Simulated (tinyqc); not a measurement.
Quantum well in an electric field by finite differences: one step. Lowest levels on the coarse grid. Three cases, with inputs chosen for the exercise.

Problem. Diagonalise the symmetric tridiagonal matrix; give the three lowest levels and the weights u_i^2 (sum 1) of the two lowest.

Case 1.

diagonal H_ii (eV): 1.289620  1.305020  1.447970  1.292433  1.547347  1.562747  1.578147  1.593547  1.369433  1.555770  1.443620  1.459020

H_(i,i+1) (eV): -0.418160  -0.418160  -0.545710  -0.785223  -0.785223  -0.785223  -0.785223  -0.785223  -0.545710  -0.418160  -0.418160

Case 2.

diagonal H_ii (eV): 2.441194  2.461594  2.481994  2.616073  2.160907  2.327062  2.347462  2.367862  2.388262  2.262907  2.758873  2.665594  2.685994  2.706394

H_(i,i+1) (eV): -0.919397  -0.919397  -0.919397  -1.033075  -1.178831  -1.178831  -1.178831  -1.178831  -1.178831  -1.033075  -0.919397  -0.919397  -0.919397

Case 3.

diagonal H_ii (eV): 0.370277  0.374777  0.382272  0.217931  0.225594  0.230094  0.234594  0.239094  0.240431  0.413772  0.415277  0.419777

H_(i,i+1) (eV): -0.110013  -0.110013  -0.113009  -0.116172  -0.116172  -0.116172  -0.116172  -0.116172  -0.113009  -0.110013  -0.110013

Give: levels; weights on the points.

Solution.

Case 1.

levels (eV): 0.0808  0.3462  0.6799

weights on the points:
```
             1      2      3      4      5      6      7      8      9     10     11     12
level 1  0.000  0.004  0.027  0.131  0.198  0.220  0.194  0.137  0.074  0.012  0.001  0.000
level 2  0.005  0.024  0.082  0.212  0.127  0.007  0.051  0.193  0.222  0.063  0.012  0.002
```

Case 2.

levels (eV): 0.1355  0.5282  0.9443

weights on the points:
```
             1      2      3      4      5      6      7      8      9     10     11     12
level 1  0.000  0.002  0.007  0.030  0.119  0.193  0.222  0.199  0.139  0.071  0.015  0.003
level 2  0.004  0.016  0.042  0.095  0.195  0.117  0.006  0.048  0.178  0.199  0.072  0.022

            13     14
level 1  0.000  0.000
level 2  0.006  0.001
```

Case 3.

levels (eV): 0.0170  0.0685  0.1419

weights on the points:
```
             1      2      3      4      5      6      7      8      9     10     11     12
level 1  0.000  0.002  0.014  0.114  0.221  0.258  0.212  0.127  0.048  0.005  0.000  0.000
level 2  0.001  0.007  0.039  0.218  0.168  0.008  0.083  0.249  0.198  0.027  0.003  0.000
```

Computed by tinyqc, one run a case: `OMP_NUM_THREADS=1 python tinyqc.py N N+1 out.jsonl` with N = 1281241, 1281404, 1281880; one thread of a shared Intel(R) Xeon(R) Processor @ 2.30GHz, about 0.04 s a run at most.
